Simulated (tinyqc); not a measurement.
# Off-state leakage of single and stacked transistors: what changes with what

n-channel devices of unit width. Subthreshold current I(Vg, Vs, Vd) = I0 (T/300 K)^0.5 exp[(Vg - Vs - VT(T) - gb (Vs - Vb) + dd (Vd - Vs))/(nf Vt)] (1 - exp(-(Vd - Vs)/Vt)), VT(T) = VT - cT (T - 300 K). Gate-edge tunnelling Ig (Vd/1 V) exp(ag (Vd - 1 V)), for a gate at 0 V, and band-to-band leakage Ab u exp(-Bb/u), u = Vd - Vb + 1 V, flow at a drain held at V; both are taken as independent of T. In a stack of off transistors (all gates at 0 V) the same subthreshold current passes through each.

Inputs (values chosen for the exercise); values of the order met in bulk silicon logic transistors: temperature T = 378 K; supply voltage V = 1 V; threshold at 300 K, zero drain and body bias VT = 0.42 V; fall of the threshold with temperature cT = 0.6 mV/K; current at threshold at 300 K I0 = 0.12 uA/um; slope factor nf = 1.2; drain-induced lowering per volt dd = 0.11; rise of the threshold per volt of source-body bias gb = 0.21; gate-edge tunnelling current at 1 V Ig = 0.0005 uA/um; exponential slope of the gate current ag = 3.1 1/V; prefactor of band-to-band leakage at the drain Ab = 4 uA/(um V); its exponential voltage Bb = 20 V; body voltage Vb = 0 V.

Constants: q = 1.602176634e-19 C, kB = 1.380649e-23 J/K, Vt = kB T/q. Results are converted to the units shown.

Each table varies one quantity; the others keep the values above.

## Subthreshold current against the height of the stack

All n gates at 0 V, bottom source at 0 V, top drain at V; node voltages follow from equal currents.

Subthreshold current against the height of the stack:

| n | I (nA/um) | reduction factor | drain voltage of the bottom device (mV) | source voltage of the top device (mV) | voltage across the top device (V) |
|---|---|---|---|---|---|
| 1 | 0.16034 | 1.0000 | 1000.0 | 0 | 1.0000 |
| 2 | 0.010972 | 14.614 | 79.421 | 79.421 | 0.92058 |
| 3 | 0.0052639 | 30.461 | 23.412 | 101.17 | 0.89883 |
| 4 | 0.0034331 | 46.706 | 13.712 | 113.83 | 0.88617 |
| 5 | 0.0025404 | 63.117 | 9.6828 | 122.74 | 0.87726 |
| 6 | 0.0020138 | 79.621 | 7.4776 | 129.62 | 0.87038 |

What does the comparison show?

The second transistor cuts the current by a factor of 14.6, the third by a further 2.08 and the sixth by 1.26. The top device keeps 87.0 % of the supply at n = 6, while the drain voltage of the bottom one falls to 0.230 Vt.

## Leakage components against the threshold

Same model as above.

One transistor with Vg = Vs = 0, Vd = V; stack factor I(one)/I(two in series).

The same in every row: gate edge (nA/um) = 0.5000; band-to-band (nA/um) = 0.3632; stack factor = 14.61.

Leakage components against the threshold:

| VT (V) | subthreshold (nA/um) | total (nA/um) | largest part |
|---|---|---|---|
| 0.15 | 160.3 | 161.2 | subthreshold |
| 0.2 | 44.61 | 45.47 | subthreshold |
| 0.25 | 12.41 | 13.28 | subthreshold |
| 0.3 | 3.454 | 4.317 | subthreshold |
| 0.35 | 0.9612 | 1.824 | subthreshold |
| 0.4 | 0.2675 | 1.131 | gate edge |
| 0.45 | 0.07443 | 0.9376 | gate edge |
| 0.5 | 0.02071 | 0.8839 | gate edge |
| 0.55 | 0.005763 | 0.8690 | gate edge |
| 0.6 | 0.001604 | 0.8648 | gate edge |

What does the comparison show?

As VT goes from 0.15 to 0.6, the total leakage falls from 161 to 0.865 nA/um. The subthreshold part leads at VT = 0.15, the gate edge part from 0.4 on. The reduction by a stack of two stays at 14.6, for the subthreshold part alone. For VT = 0.15, 0.2, 0.25 the gate is within about 3 nf Vt of threshold, where the exponential law overstates the current.

tinyqc, about 0.04 s, one thread, Intel Xeon 2.30GHz (shared host): `OMP_NUM_THREADS=1 python tinyqc.py 2242072 2242073 out.jsonl`
